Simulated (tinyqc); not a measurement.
Convergence with the plane-wave basis: k.p theory built from an empirical-pseudopotential calculation at Gamma.

Empirical pseudopotential on the fcc lattice, atoms at +/- tau, tau = a (1,1,1)/8, no spin-orbit coupling. H(G,G') = c (2 pi/a)^2 |k + G|^2 delta + VS(q) cos(q.tau) + i VA(q) sin(q.tau), q = G - G', c = hbar^2/2m0; k and G in units of 2 pi/a; VS at |q|^2 = 3, 8, 11 and VA at 3, 4, 11, in rydberg, zero elsewhere. The basis holds all G with |G|^2 up to a cut-off. Energies are counted from the fourth level at Gamma.

For a multiplet A of d_A states, W(B) = (4 c/(3 d_A)) sum over n in A, m in B and i = x, y, z of |<n|G_i|m>|^2 (G in 1/angstrom, <n|G_i|m> = sum_G c_n(G)* G_i c_m(G)); the mean inverse mass of A is 1 + sum_B W(B)/(E_A - E_B). Multiplets with W = 0 are left out.

Valence parameters: D(u) = c + 4 c^2 sum_m <n|u.G|m><m|u.G|n'>/(0 - E_m) on the valence triplet, in units of c, has eigenvalues L, M, M along [100] and (L + 2M + 2N)/3, (L + 2M - N)/3 twice along [111]; g1 = -(L + 2M)/3, g2 = -(L - M)/6, g3 = -N/6.

Constants: hbar^2/2m0 = 3.80998211 eV angstrom^2; Ry = 13.60569312 eV.

Values chosen for the exercise (out of a larger set: near those of GaAs; not measured data):
- a = 5.63 angstrom (lattice constant)
- VS = (-0.226, 0.011, 0.061) Ry (symmetric form factors)
- VA = (0.07, 0.05, 0.011) Ry (antisymmetric form factors)

E_s is the lowest empty singlet, Ep its W to the valence triplet, m its mass.

Results:
```
cut-off  plane waves  E_s (eV)  Ep (eV)  m (m0)    g1    g2    g3
8                 27     1.429    18.07  0.0735  5.84  1.76  2.51
11                51     1.447    18.40  0.0731  5.83  1.85  2.46
12                59     1.482    18.39  0.0748  5.81  1.77  2.44
16                65     1.482    18.40  0.0748  5.82  1.77  2.44
19                89     1.481    18.40  0.0747  5.82  1.78  2.44
20               113     1.486    18.40  0.0750  5.81  1.77  2.43
24               137     1.487    18.40  0.0750  5.81  1.77  2.43
```

Against the last row, E_s errs most, by -0.057 eV, at cut-off 8, and by -0.001 eV in the last row but one. Ep varies by 1.8 % over the table and m by 2.5 %: the mass, near E_s/Ep, inherits the errors of both. Local form factors fix the converged values only roughly. The gap is a difference of two levels, so it need not converge steadily, and here it does not.

Run: tinyqc, `OMP_NUM_THREADS=1 python tinyqc.py 1050049 1050050 out.jsonl`; Intel(R) Xeon(R) Processor @ 2.30GHz, one thread, shared host; about 10 s of CPU time with all checks.
